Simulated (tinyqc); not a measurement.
A run and its error bars: classical Heisenberg spin chain: exact results, Metropolis, heat-bath and over-relaxation steps, and a Monte Carlo run. Computed by tinyqc, a small Python program. Command: `OMP_NUM_THREADS=1 python tinyqc.py 3130057 3130058 out.jsonl heismc walk`. One thread of a shared host (Intel(R) Xeon(R) Processor @ 2.30GHz), about 0.2 s of CPU time with the checks.

E = -J sum_i s_i . s_(i+1) for unit vectors s_i on an open chain; K = J/(k_B T).

Inputs (values chosen for the exercise, for a model chain of large moments):

| quantity | value | unit |
|---|---|---|
| coupling J | 26 | meV |
| temperature T | 664 | K |
| moment mu | 4.7 | mu_B |
| length N of the open chain | 8 | - |
| seed | 906214 | - |

Update: Metropolis.

Constants: k_B = 8.617333262e-05 eV/K; mu_B = 5.7883818060e-05 eV/T.

Method:
- Each bond angle is independent, so u = <s_i . s_(i+1)> = coth K - 1/K, <s_i . s_(i+n)> = u^n, correlation length xi = -1/ln|u|, energy per bond -J u, heat capacity per bond c/k_B = 1 - K^2/sinh^2 K, and for the long chain chi = mu^2 (1 + u)/(3 k_B T (1 - u)) per spin.
- For N spins, <|sum s|^2>/N = (1 + u)/(1 - u) - 2 u (1 - u^N)/(N (1 - u)^2); the long chain has (1 + u)/(1 - u), chi over the Curie value, and the difference is relative to it.
- From the ordered state (alternating for J < 0), with trial spins uniform on the sphere, 200 sweeps are discarded and 1600 recorded (even and odd sites in turn; random numbers not printed, so these rows are one sample). Errors are the scatter of block means over sqrt(number of blocks).

K = 0.454394

u = 0.149420

<|sum s|^2>/N = 1.29970

Blocking:

| block length | mean bond product | error | <\|sum s\|^2>/N | error |
|---|---|---|---|---|
| 1 | 0.14551 | 0.0050604 | 1.3044 | 0.023338 |
| 4 | 0.14551 | 0.0055678 | 1.3044 | 0.026094 |
| 16 | 0.14551 | 0.0057236 | 1.3044 | 0.028528 |
| 40 | 0.14551 | 0.0050444 | 1.3044 | 0.024816 |
| 80 | 0.14551 | 0.0041125 | 1.3044 | 0.022621 |

With blocks of 40 the bond product is 0.8 error bars from the exact u = 0.1494, and <|sum s|^2>/N is 0.2 from the exact 1.300. Blocking to 40 changes the two errors by factors 1.0 and 1.1. 82 % of the trial spins are accepted.
